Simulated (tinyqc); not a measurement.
Inside a calculation: Wannier function of the lower band of a two-orbital chain. Values are carried at full precision from step to step, so a last printed digit may differ when a step is redone from the rounded ones.

H(k) = [[-d/2 - 2 ta cos k, -t1 - t2 exp(-ik)], [-t1 - t2 exp(ik), d/2 - 2 tb cos k]], k in 1/a, Bloch sums with exp(ikR) and without the positions inside the cell. Mesh k_j = 2 pi j/N. Projection gauge: each lower eigenvector u is multiplied by the phase that makes <trial|u> real and positive (the one-band case of Loewdin orthogonalisation). Wannier amplitudes w(R) = (1/N) sum_k exp(ikR) u(k); hoppings H(R) = (1/N) sum_k exp(-ikR) E(k).

Values chosen for the exercise:
```
symbol  value  unit      meaning
d       -1.34  eV        A at -d/2, B at +d/2
t1      1.31   eV        A-B in the cell
t2      1.21   eV        B to A of the next cell
ta      -0.26  eV        A-A between cells
tb      0.22   eV        B-B between cells
N       6                k points
th      45     degrees   trial orbital cos(th) A + sin(th) B in cell 0
xb      0.56   a         position of B (A at 0)
a       4.3    angstrom  period
kq      1.17   1/a       point off the mesh
```

## Bloch states in the projection gauge

Diagonalise at each mesh point and fix the phase.

Mesh:
```
j  E lower (eV)  E upper (eV)               u_A               u_B  |<trial|u>|
0       -2.7300        2.8100           0.54076           0.84118       0.9772
1       -2.3450        2.3850  0.52962-0.16468i  0.81564+0.16468i       0.9512
2       -1.3542        1.3142  0.48780-0.31765i  0.74850+0.31765i       0.8742
3       -0.2547        0.1747           0.23988           0.97080       0.8561
4       -1.3542        1.3142  0.48780+0.31765i  0.74850-0.31765i       0.8742
5       -2.3450        2.3850  0.52962+0.16468i  0.81564-0.16468i       0.9512
```

The projection is smallest at j = 3 (0.8561); the gauge is smooth as long as it stays away from zero.

## The Wannier function

w(R) = (1/N) sum_j exp(2 pi i j R/N) u_j, for the N cells nearest the origin; it is real.

Amplitudes:
```
R      on A     on B
-2   0.0047  -0.0029
-1  -0.0821   0.1288
0    0.4692   0.8234
1    0.1964  -0.1497
2   -0.0836   0.0855
3    0.0362  -0.0440
```

norm = 1.0000

Cell 0 holds 89.8 % of the weight.

## Centre and spread in real space

Point-like orbitals at R (A) and R + xb (B): centre <x>, spread <x^2> - <x>^2.

centre in units of a = 0.483
centre in angstrom = 2.075
spread = 3.606 angstrom^2

## The same from overlaps (Marzari-Vanderbilt)

b = 2 pi/N; M_j = u_j^+ diag(1, exp(-i b xb)) u_(j+1), with u_N = u_0. Centre = -(1/2 pi) sum arg M_j; gauge-invariant part Omega_I = (1/(N b^2)) sum (1 - |M_j|^2); gauge-dependent part Omega_D = (1/(N b^2)) sum (arg M_j + b centre)^2.

Overlaps:
```
j   |M_j|  arg M_j (rad)
0  0.9991        -0.3615
1  0.9982        -0.3493
2  0.8024        -0.8129
3  0.8024        -0.8129
4  0.9982        -0.3493
5  0.9991        -0.3615
```

centre from overlaps = 0.485 a
Omega_I = 0.1099 a^2
Omega_D = 0.0424 a^2

The centre is the Berry phase over 2 pi and does not depend on the trial orbital (modulo a). Omega_D is 27.9 % of the total; in one dimension a gauge that spreads the phase evenly removes it. The total is 0.1524 a^2, against 0.4831 a^2 (centre 0.472 a) in real space on 96 cells.

## Hoppings and interpolation

H(R) = (1/N) sum_j E_j cos(2 pi j R/N) for R = 0 to N/2. Interpolation: E(k) = H(0) + 2 sum H(R) cos(kR), the term R = N/2 of an even mesh counted once.

H(0), H(1), ... (eV): [-1.7305, -0.5777, 0.1191, -0.0823]

interpolated E(kq) = -2.2702 eV

The exact value is -2.2542 eV; the interpolation is off by -16.0 meV. Though the chain has short hoppings, the single band has longer ones, made by paths through the other orbital, which the tails of the Wannier function carry.

## Checks

- Centre from overlaps against the real-space centre on 200 points: both 0.4722.
- Omega_I + Omega_D against the real-space spread on 200 points: 0.482 against 0.483.

Program tinyqc; command `OMP_NUM_THREADS=1 python tinyqc.py 1452356 1452357 out.jsonl`; about 0.2 s on one thread of a shared Intel(R) Xeon(R) Processor @ 2.30GHz.
